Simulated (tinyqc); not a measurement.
## Trench capacitor in an array: capacitance, non-linearity, leakage and relaxation: capacitance, non-linearity and leakage against thickness

A film between two metal electrodes, each interface adding a series capacitance ci. The small-signal permittivity is ek (1 + aq E^2); the field is found with the linear permittivity. Leakage J = J0 sinh(E/Ef). After a voltage step the film passes a relaxation current kr C V tt^(-nr), tt being the time in seconds. The sidewall is a coaxial capacitor with radii a = dm/2 - t and b = dm/2, depth AR dm; the end face is left out.

Planar film: Cf = eps0 ek/t, 1/C = 1/Cf + 2/ci, EOT = 3.9 eps0/C, effective permittivity C t/eps0, E = (V/t) C/Cf; quadratic coefficient [C(V)/C - 1]/V^2 with Cf (1 + aq E^2) in C(V).

Inputs (values chosen for the exercise); permittivity of the order of that of zirconium oxide:

| symbol | value | unit | meaning |
|---|---|---|---|
| ek | 36.7 |  | relative permittivity of the film |
| ci | 120 | uF/cm^2 | capacitance of each electrode interface (dead layer and screening) |
| aq | 0.0074 | cm^2/MV^2 | quadratic field coefficient of the permittivity |
| V | 2.2 | V | bias |
| J0 | 1.6e-11 | A/cm^2 | leakage prefactor |
| Ef | 0.34 | MV/cm | field for an e-fold rise of the leakage |

Constants: eps0 = 8.8541878128e-14 F/cm where lengths are in cm. Results are converted to the units shown.

Capacitance, non-linearity and leakage against thickness:

| t (nm) | C (uF/cm^2) | EOT (nm) | effective permittivity | E (MV/cm) | quadratic coefficient (ppm/V^2) | J (A/cm^2) |
|---|---|---|---|---|---|---|
| 5.6 | 5.291 | 0.6526 | 33.46 | 3.582 | 1.774e4 | 3.011e-7 |
| 7.5 | 4.041 | 0.8546 | 34.23 | 2.736 | 1.063e4 | 2.498e-8 |
| 10 | 3.083 | 1.120 | 34.81 | 2.087 | 6307 | 3.706e-9 |
| 14 | 2.235 | 1.545 | 35.33 | 1.513 | 3367 | 6.847e-10 |
| 18 | 1.753 | 1.970 | 35.63 | 1.187 | 2089 | 2.620e-10 |
| 25 | 1.272 | 2.714 | 35.92 | 0.8613 | 1110 | 1.001e-10 |
| 33 | 0.9688 | 3.564 | 36.11 | 0.6559 | 647.1 | 5.391e-11 |
| 45 | 0.7135 | 4.840 | 36.26 | 0.4831 | 352.5 | 3.119e-11 |
| 60 | 0.5367 | 6.434 | 36.37 | 0.3634 | 200.1 | 2.055e-11 |

What does the table show?

C falls from 5.29 to 0.537 uF/cm^2 while the effective permittivity goes from 33.5 to 36.4 (ek = 36.7). EOT is a straight line in t with slope 3.9/ek = 0.106 and intercept 0.0576 nm. The quadratic coefficient goes as t^(-1.75) between the first two rows and t^(-1.97) between the last two (-2 without interfaces), and J falls by 4.17 decades.

Program tinyqc, `OMP_NUM_THREADS=1 python tinyqc.py 2102146 2102147 out.jsonl`; Intel Xeon 2.30GHz, shared host, one thread, about 0.01 s.
